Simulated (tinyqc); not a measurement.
Thermal and gravitational stress in a wafer during furnace and rapid thermal processing, and the onset of slip: one step, computed by the program tinyqc. Command: `OMP_NUM_THREADS=1 python tinyqc.py 3010968 3010969 out.jsonl slip walk`. One thread of a shared host (Intel(R) Xeon(R) Processor @ 2.30GHz), about 0.01 s of CPU time with the checks.

A thin free disc in plane stress, isotropic; T(r) = T_centre + dT (r/R)^n with n = 2. Stress is positive in tension; sigma_SB = 5.670374419e-8 W/(m^2 K^4), g = 9.80665 m/s^2.

Question. Thermal stress. With x = r/R: s_rr = alpha E dT (1 - x^n)/(n + 2), s_tt = alpha E dT [1 - (n + 1) x^n]/(n + 2).

Inputs (values chosen for the exercise, modelled on silicon): Young's modulus E = 153 GPa; expansion alpha = 4.18 1e-6/K; edge less centre temperature dT = 13 K.

Temperature profile: parabolic.

Give: Temperature and stresses at r/R = 0, 0.3, 0.5, 0.7, 0.8, 0.9, 0.95, 1; hoop stress at the edge; r/R where s_tt = 0.

Answer.

Temperature and stresses at r/R = 0, 0.3, 0.5, 0.7, 0.8, 0.9, 0.95, 1:
```
r/R   T - T_centre (K)  s_rr (MPa)  s_tt (MPa)
0.00            0.0000       2.079       2.079
0.30            1.1700       1.891       1.517
0.50            3.2500       1.559       0.520
0.70            6.3700       1.060      -0.977
0.80            8.3200       0.748      -1.912
0.90           10.5300       0.395      -2.972
0.95           11.7325       0.203      -3.549
1.00           13.0000       0.000      -4.157
```

hoop stress at the edge = -4.15701 MPa

r/R where s_tt = 0 = 0.5774

The hot edge is squeezed; the edge stress is n times that at the centre in size.
